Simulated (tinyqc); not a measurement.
RKS/B3LYP (VWN-RPA form) in the sto-6g basis, for BeH+, spin multiplicity 1, step by step. One step of it, computed by the program tinyqc.

Task: Orthogonalisation. S = U s U^T; symmetric (Loewdin) form X = U s^(-1/2) U^T, so that X^T S X = 1.

overlap S, lower triangle:
```
           1Be 1s    1Be 2s   1Be 2px   1Be 2py   1Be 2pz     2H 1s
1Be 1s   1.000000
1Be 2s   0.254764  1.000000
1Be 2px  0.000000  0.000000  1.000000
1Be 2py  0.000000  0.000000  0.000000  1.000000
1Be 2pz  0.000000  0.000000  0.000000  0.000000  1.000000
2H 1s    0.029640  0.313332  0.000000  0.000000  0.396982  1.000000
```

Give: eigenvalues of S; X.

Result:

eigenvalues of S: 0.4752  0.8009  1.0000  1.0000  1.1801  1.5437

X, lower triangle:
```
          1Be 1s   1Be 2s  1Be 2px  1Be 2py  1Be 2pz   2H 1s
1Be 1s    1.0264
1Be 2s   -0.1389   1.0740
1Be 2px   0.0000   0.0000   1.0000
1Be 2py   0.0000   0.0000   0.0000   1.0000
1Be 2pz  -0.0074   0.0596   0.0000   0.0000   1.0733
2H 1s     0.0204  -0.1932   0.0000   0.0000  -0.2388  1.1197
```
